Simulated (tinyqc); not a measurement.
Thermal, flicker and telegraph noise of a field-effect transistor: one step, computed by the program tinyqc.

Strong inversion, threshold roll-off and channel-length modulation left out; noise sources are uncorrelated and are given as one-sided spectral densities.

Question. Thermal noise and corner. C_ox = 3.9 eps_0/t; V_c = 2 v_s L/mu; I = W C_ox v_s V_ov^2/(V_ov + V_c); g_m = W C_ox v_s V_ov (V_ov + 2 V_c)/(V_ov + V_c)^2; g_d0 = mu C_ox (W/L) V_ov. Thermal: S_I = 4 k_B T gamma g_d0; input-referred S_V = S_I/g_m^2; corner f_c where flicker equals thermal. Total input noise from 1 Hz to f_c: sqrt(S_V,thermal [f_c ln(f_c/1 Hz) + f_c - 1 Hz]).

Inputs (values chosen for the exercise, modelled on a high-k silicon transistor):
```
quantity,value,unit
width W,250,micrometre
length L,2600,nm
electrical oxide thickness t,7.8,nm
mobility mu,130,cm^2/(V s)
saturation velocity v_s,0.74,1e7 cm/s
overdrive V_ov,0.52,V
thermal noise factor gamma,0.667,-
frequency f,3000,Hz
temperature T,400,K
```

Operating region: saturation. Flicker model: Hooge.

g_m = 2803.520 microsiemens

flicker S_I = 3.087152e-22 A^2/Hz

drain current I = 735.2621 microampere

Constants: k_B = 1.380649e-23 J/K; eps_0 = 8.8541878128e-12 F/m; e = 1.602176634e-19 C.

Give: thermal S_I; input-referred thermal noise; corner frequency f_c; input noise up to f_c; full shot noise 2eI over thermal S_I.

Answer.

thermal S_I = 4.240e-23 A^2/Hz

input-referred thermal noise = 2.323 nV/sqrt(Hz)

corner frequency f_c = 21843 Hz

input noise up to f_c = 1.138 microvolt

full shot noise 2eI over thermal S_I = 5.557

At f the noise is flicker dominated (f_c/f = 7.28).
